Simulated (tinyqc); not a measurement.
# Short-channel transistor, virtual-source model with series resistance: two studies

The current per gate width is the charge at the top of the source barrier (the virtual source) times its velocity times a saturation function; al and be are fitting constants of the model. Units: I in uA/um, Rs in ohm um, so I Rs = 1e-6 I Rs in volts; Q in uC/cm^2, so I = 1e-4 Q vx0 Fsat with vx0 in cm/s.

Parameters, values chosen for the exercise: temperature T = 293 K; inversion capacitance Cinv = 2.75 uF/cm^2; velocity at the virtual source vx0 = 1.34e7 cm/s; apparent mobility mu = 300 cm^2/(V s); channel length L = 32 nm; threshold at zero drain voltage VT0 = 0.426 V; drain-induced barrier lowering dl = 0.184 V/V; subthreshold factor n0 = 1.39; growth of n with drain voltage nd = 0 1/V; threshold shift (in units of Vt) from weak to strong inversion al = 3.5; sharpness of saturation be = 1.8; series resistance of each contact Rs = 90 ohm um.

Constants: q = 1.602176634e-19 C, kB = 1.380649e-23 J/K, Vt = kB T/q. Results are converted to the units shown.

Each table varies one quantity; the others keep the values above.

## Effect of the threshold at zero drain voltage on the on and off currents

Intrinsic voltages Vg' = Vgs - I Rs, Vd' = Vds - 2 I Rs. n = n0 + nd Vd', VT = VT0 - dl Vd', Ff = 1/(1 + exp((Vg' - VT + al Vt/2)/(al Vt))), Q = Cinv n Vt ln(1 + exp((Vg' - VT + al Vt Ff)/(n Vt))), Vdsat = (vx0 L/mu)(1 - Ff) + Vt Ff, Fsat = u/(1 + u^be)^(1/be) with u = Vd'/Vdsat, and I = Q vx0 Fsat per width. I is solved self-consistently. Ion is I at Vgs = Vds = 1 V, Ioff at Vgs = 0, Vds = 1 V, and Rlin = Vds/I at Vgs = 1 V, Vds = 0.05 V.

Effect of the threshold at zero drain voltage on the on and off currents:
```
VT0 (V)	Ion (uA/um)	Ioff (nA/um)	log10(Ion/Ioff)	Rlin (ohm um)
0.15	2535.4	1.8665e5	1.1330	226.84
0.2	2417.9	1.1055e5	1.3399	229.84
0.25	2299.6	55632	1.6163	233.23
0.3	2180.4	23159	1.9738	237.12
0.35	2060.5	8053.8	2.4080	241.62
0.4	1940.0	2439.5	2.9005	246.86
0.45	1818.9	674.19	3.4310	253.06
0.5	1697.4	176.05	3.9842	260.49
```

As VT0 goes from 0.15 to 0.5 V, Ion falls from 2540 to 1700 uA/um, Ioff falls from 1.87e5 to 176 nA/um and Rlin rises from 227 to 260 ohm um. Ion changes by a factor of 0.670 and Ioff by 9.43e-4. The off current depends on it through an exponential, the on current about linearly. For VT0 = 0.15 to 0.4 V the off current passes 1 uA/um, so the device is hardly off at Vgs = 0.

## Effect of the drain-induced barrier lowering on the on and off currents

Same model as above.

Results:
```
dl (V/V)	Ion (uA/um)	Ioff (nA/um)	log10(Ion/Ioff)	Rlin (ohm um)
0	1555	8.298	5.273	250.3
0.08	1702	77.31	4.343	250.1
0.12	1771	231.1	3.885	250.1
0.16	1838	674.2	3.436	250.0
0.2	1903	1897	3.001	249.9
0.24	1965	5058	2.589	249.9
0.28	2024	1.247e4	2.210	249.8
```

Estimate the missing row, dl = 0.04 V/V.

Computed row:
```
dl (V/V)	Ion (uA/um)	Ioff (nA/um)	log10(Ion/Ioff)	Rlin (ohm um)
0.04	1630	25.46	4.806	250.2
```

With this row back in the table: As dl goes from 0 to 0.28 V/V, Ion rises from 1550 to 2020 uA/um, Ioff rises from 8.30 to 12500 nA/um and Rlin stays near 250 ohm um. Ion changes by a factor of 1.30 and Ioff by 1500. The off current depends on it through an exponential, the on current about linearly. For dl = 0.2 to 0.28 V/V the off current passes 1 uA/um, so the device is hardly off at Vgs = 0.

Numbers from tinyqc (`OMP_NUM_THREADS=1 python tinyqc.py 2380104 2380105 out.jsonl`; about 0.01 s on one thread of a shared Intel Xeon 2.30GHz).
